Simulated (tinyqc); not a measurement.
# Modulation-doped quantum well, Poisson-Schroedinger loop with local exchange and correlation: effect of the sheet density of electrons

A well of width L centred at z = 0 between barriers Vb; effective-mass electrons, parabolic bands. The electrons come from donor sheets outside the mesh, a share fL of Ns on the left and the rest on the right, so the structure is neutral. Energies are counted from the band edge of the well, with U = 0 on the first node in the Hartree part.

Schroedinger equation -C d/dz (1/m) dpsi/dz + (V0 + U) psi = E psi, C = hbar^2/(2 m0), on a fine mesh (400 intervals across the well) with hard walls 17.6 nm outside the well edges (to within half a fine step); the lowest 2 levels are kept. V0 = 0 in the well and Vb outside, plus q Fz z (1 kV/cm = 1e-4 eV/nm). N_k = D Vt ln(1 + exp((EF - E_k)/Vt)), D = md m0 q/(pi hbar^2), sum N_k = Ns; n = sum N_k |psi_k|^2. dU/dz = q (fL Ns - integral of n from the left)/(eps0 eps_r). Added to it: V_xc = -(2 Ry/(pi al rs)) [1 + 0.7734 (rs/21) ln(1 + 21/rs)] (Hedin-Lundqvist), al = (4/(9 pi))^(1/3), rs = (3/(4 pi n))^(1/3)/aB, aB = 4 pi eps0 eps_r hbar^2/(md m0 q^2), Ry = q/(8 pi eps0 eps_r aB) in eV. The loop is converged to 1e-9 eV; shares under 0.001 % are printed as 0.

Inputs (values chosen for the exercise); material values those of a made-up well:
- T = 4.2 K (temperature)
- mw = 0.0808 m0 (mass along z in the well)
- mb = 0.0939 m0 (mass along z in the barriers)
- md = 0.0551 m0 (in-plane mass)
- Vb = 0.219 eV (barrier height)
- eps_r = 10.5 (relative permittivity (all layers))
- L = 25.6 nm (well width)
- fL = 0.25 (share of the donors on the left side)
- Fz = 0 kV/cm (applied field along z)

Constants: q = 1.602176634e-19 C, kB = 1.380649e-23 J/K, hbar = 1.054571817e-34 J s, m0 = 9.1093837015e-31 kg, Vt = kB T/q, eps0 = 8.8541878128e-14 F/cm where lengths are in cm, hbar^2/(2 m0) = 0.0380998212 eV nm^2. Results are converted to the units shown.

Effect of the sheet density of electrons:

| Ns (cm^-2) | E2 - E1 (meV) | EF - E1 (meV) | share of E2 (%) | centroid (nm) | charge in the barriers (%) | range of U in the well (meV) |
|---|---|---|---|---|---|---|
| 5e10 | 16.7 | 2.17 | 0 | 0.687 | 0.298 | 5.23 |
| 9.4e10 | 16.3 | 4.08 | 0 | 1.22 | 0.340 | 9.01 |
| 1.7e11 | 15.8 | 7.39 | 0 | 1.96 | 0.435 | 15.4 |
| 3.3e11 | 14.6 | 14.2 | 0.757 | 3.03 | 0.692 | 28.0 |
| 6.1e11 | 14.9 | 20.7 | 21.9 | 3.45 | 1.43 | 48.1 |

What does the comparison show?

As Ns goes from 5e10 to 6.1e11, E2 - E1 goes from 16.7 through a minimum of 14.6 (at Ns = 3.3e11 among the rows listed) to 14.9 meV, EF - E1 rises from 2.17 to 20.7 meV and the share of E2 rises from 0 to 21.9 %. EF lies above E2 for Ns = 6.1e11. The band bending across the well rises from 5.23 to 48.1 meV, as Ns^(0.89).

Numbers from tinyqc (`OMP_NUM_THREADS=1 python tinyqc.py 2140015 2140016 out.jsonl`; about 0.7 s on one thread of a shared Intel Xeon 2.30GHz).
